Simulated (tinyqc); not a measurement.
Shrinking the pitch: stress in a transistor channel from embedded alloy regions, liners and fins, by half-space elasticity. Computed by tinyqc, a small Python program. Command: `OMP_NUM_THREADS=1 python tinyqc.py 3031289 3031290 out.jsonl stressor walk`. One thread of a shared host (Intel(R) Xeon(R) Processor @ 2.30GHz), about 0.01 s of CPU time with the checks.

Plane strain in an isotropic half-space, the same constants everywhere; x along the channel from its centre, y downwards from the free surface; stress is positive in tension.

Inputs (values chosen for the exercise, modelled on silicon):
```
quantity                          value  unit
alloy fraction x                   0.26     -
lattice change per unit x, beta  0.0414     -
Young's modulus E                   163   GPa
Poisson ratio nu                   0.24     -
channel length L                     40    nm
length of each stressor S           110    nm
recess depth d                       40    nm
depth of the field point y          2.2    nm
```

Stressor: Si(1-x)Ge(x) source and drain.

Method:
- Misfit e = beta x. A fully constrained inclusion holds the stress -p with p = E e/(1 - 2 nu); a blanket film would hold -E e/(1 - nu) in the plane.
- A line element dA of misfit at (a, c) in the half-space gives, with C = E e/(2 pi (1 - nu)), X = x - a, r1^2 = X^2 + (y - c)^2, r2^2 = X^2 + Y^2, Y = y + c: s_xx = -C dA {[X^2 - (y - c)^2]/r1^4 + 3 [X^2 - Y^2]/r2^4 + 4 y Y (Y^2 - 3 X^2)/r2^6}, s_yy = C dA {[X^2 - (y - c)^2]/r1^4 - [X^2 - Y^2]/r2^4 + 4 y Y (Y^2 - 3 X^2)/r2^6}. These are integrated over two rectangles, L/2 < |a| < L/2 + S, 0 < c < d (closed form in a, 200 Gauss-Legendre points in c).
- L and S are scaled together at fixed d, then S alone, then L alone.

misfit e = 0.010764

S_xx at the centre (MPa):
```
scale  L and S scaled  S alone  L alone
0.35          -1210.5  -1267.6  -2302.7
0.50          -1712.6  -1573.3  -2364.9
0.70          -2014.0  -1853.7  -2307.0
1.00          -2120.1  -2120.1  -2120.1
1.40          -2028.4  -2330.7  -1837.3
2.00          -1775.7  -2508.2  -1460.9
3.00          -1392.6  -2658.6  -1015.7
```

What does the comparison show, and why?

Halving S alone keeps 0.74 of the stress, halving L alone gives 1.12, and halving both 0.81: a shorter channel brings the walls closer, a shorter stressor brings its far wall, which pulls the other way, closer too. Neighbouring devices are left out.
